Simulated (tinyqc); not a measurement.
The time step: Cahn-Hilliard equation on a periodic one-dimensional grid. Computed by tinyqc, a small Python program. Command: `OMP_NUM_THREADS=1 python tinyqc.py 3015607 3015608 out.jsonl cahn sweep`. One thread of a shared host (Intel(R) Xeon(R) Processor @ 2.30GHz), about 0.3 s of CPU time with the checks.

Free energy F = h sum_j [A (c_j^2 - 1)^2/4 + (kappa/2) ((c_(j+1) - c_j)/h)^2]; dc/dt = Lap(mu), mu = A (c^3 - c) - kappa Lap(c), Lap(y)_j = (y_(j+1) - 2 y_j + y_(j-1))/h^2, mobility 1; the grid has n = 16 points.

Inputs (values chosen for the exercise, in reduced units): spacing h = 1.1; well depth A = 1.1; gradient coefficient kappa = 1.1; mean composition c0 = -0.22; noise amplitude = 0.05; end time = 100.

Scheme: semi-implicit Fourier.

random numbers: [-0.431, -0.692, -0.824, -0.419, -0.129, -0.128, -0.231, 0.801, 0.582, 0.604, -0.645, -0.239, 0.835, 0.833, -0.894, -0.810]

Method:
- f'' = A (3 c0^2 - 1). Mode m has lambda_m = (4/h^2) sin^2(pi m/n) and the rate w_m = -lambda_m (f'' + kappa lambda_m). In the continuum the fastest wavelength is 2 pi sqrt(2 kappa/|f''|) with the rate f''^2/(4 kappa). Explicit steps near c = +-1, where f'' = 2A, are stable for dt < 2/(16 kappa/h^4 + 8 A/h^2).
- Start: c_j = c0 + amplitude x (z_j - mean of z).
- With Fourier components y_m = sum_j y_j exp(-2 pi i j m/n): c_m(new) = [c_m - dt lambda_m N_m]/(1 + dt kappa lambda_m^2), N = A (c^3 - c), lambda_m = (4/h^2) sin^2(pi m/n).
- Run to the end time; break off if |c| exceeds 3 or F has risen by more than 1e-9 in more than 30 steps. Domains = stretches with c > c0.

One run for each value:
```
time step dt  F at the end  F after one step  explicit limit of dt
0.032               2.0296            4.3835               0.10366
0.051               2.0297            4.3833               0.10366
0.083               2.0300            4.3829               0.10366
0.130               2.0302            4.3826               0.10366
0.220               2.0303            4.3821               0.10366
0.350               2.0293            4.3818               0.10366
0.570               2.0261            4.3814               0.10366
```

What does the table show, and why?

Over the rows, F at the end goes from 2.03 through a maximum among these rows, 2.03 at 0.220, to 2.03; F after one step falls from 4.3835 to 4.3814; explicit limit of dt does not change. Against the smallest step the final F differs by at most 0.17 %: the implicit fourth-order term lets dt pass the explicit limit.

Extremes, crossings and ranges named in words are read from the listed rows.
